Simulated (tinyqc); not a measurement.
A ladder of methods, and size consistency: correlation methods against full CI in the sto-3g basis, for H4, spin multiplicity 1. Computed by the program tinyqc with PySCF. All electrons correlated; +Q is the Davidson correction (1 - c0^2) E_corr. The last columns treat two copies 100 angstrom apart as one system. FCI is the lowest singlet.

Geometry (angstrom):

| atom | x | y | z |
|---|---|---|---|
| H | 0.0000 | 0.0000 | 0.0000 |
| H | 0.0000 | 0.0000 | 0.8330 |
| H | 0.0000 | 0.0000 | 2.1540 |
| H | 0.0000 | 0.0000 | 2.9870 |

RHF energy of one = -2.195061 hartree

Correlation energies (hartree):

| method | E_corr of one | share of FCI (%) | E_corr of two at 100 angstrom | two minus twice one (mhartree) |
|---|---|---|---|---|
| MP2 | -0.031239 | 63.7043 | -0.062478 | 0.0000 |
| CISD | -0.048263 | 98.4208 | -0.093607 | 2.9196 |
| CISD+Q | -0.049816 | 101.5869 | -0.099103 | 0.5292 |
| CCSD | -0.048984 | 99.8914 | -0.097969 | 0.0000 |
| CCSD(T) | -0.049019 | 99.9611 | -0.098037 | 0.0000 |
| FCI | -0.049038 | 100.0000 | - | - |

What does the comparison show, and why?

MP2 recovers 64 %, CISD 98.4 % and CCSD 99.9 % of the FCI value (c0^2 = 0.968 in CISD). MP2 and coupled cluster are size consistent, so their last column vanishes; CISD loses 2.92 mhartree, since a double excitation on each copy is a quadruple of the pair, and the Davidson correction leaves +0.53.
